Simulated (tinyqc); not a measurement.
Worked calculation: extended Hueckel theory, for H6. One step of it, computed by the program tinyqc.

Problem. Orbitals. Solve H C = S C e through S^(-1/2); fill by pairs from the bottom, a degenerate level sharing its electrons equally; each orbital has its largest coefficient positive (the first on a tie).

H (eV):
```
,1H 1s,2H 1s,3H 1s,4H 1s,5H 1s,6H 1s
1H 1s,-13.600000,-11.681681,-2.142880,-0.477667,-0.047721,-0.007369
2H 1s,-11.681681,-13.600000,-7.835030,-2.142880,-0.261476,-0.047721
3H 1s,-2.142880,-7.835030,-13.600000,-11.681681,-2.146528,-0.478567
4H 1s,-0.477667,-2.142880,-11.681681,-13.600000,-7.845731,-2.146528
5H 1s,-0.047721,-0.261476,-2.146528,-7.845731,-13.600000,-11.681681
6H 1s,-0.007369,-0.047721,-0.478567,-2.146528,-11.681681,-13.600000
```

overlap S:
```
,1H 1s,2H 1s,3H 1s,4H 1s,5H 1s,6H 1s
1H 1s,1.000000,0.572631,0.105043,0.023415,0.002339,0.000361
2H 1s,0.572631,1.000000,0.384070,0.105043,0.012817,0.002339
3H 1s,0.105043,0.384070,1.000000,0.572631,0.105222,0.023459
4H 1s,0.023415,0.105043,0.572631,1.000000,0.384595,0.105222
5H 1s,0.002339,0.012817,0.105222,0.384595,1.000000,0.572631
6H 1s,0.000361,0.002339,0.023459,0.105222,0.572631,1.000000
```

valence electrons = 6

Give: orbital energies; occupations; coefficients; sum of one-electron energies.

Solution.

orbital energies (eV): -17.0596  -16.1995  -14.6362  -7.7550  -2.0384  5.9982

occupations: 2.0000  2.0000  2.0000  0.0000  0.0000  0.0000

coefficients:
```
,MO1,MO2,MO3,MO4,MO5,MO6
1H 1s,0.2007,0.3766,0.4318,-0.6256,-0.7311,-0.4828
2H 1s,0.2822,0.3920,0.2306,0.4206,0.8621,0.7782
3H 1s,0.3542,0.1177,-0.4290,0.6011,-0.2732,-1.0484
4H 1s,0.3544,-0.1175,-0.4287,-0.6009,-0.2719,1.0494
5H 1s,0.2827,-0.3914,0.2308,-0.4208,0.8608,-0.7803
6H 1s,0.2010,-0.3760,0.4323,0.6260,-0.7300,0.4840
```

sum of one-electron energies = -95.7905 eV
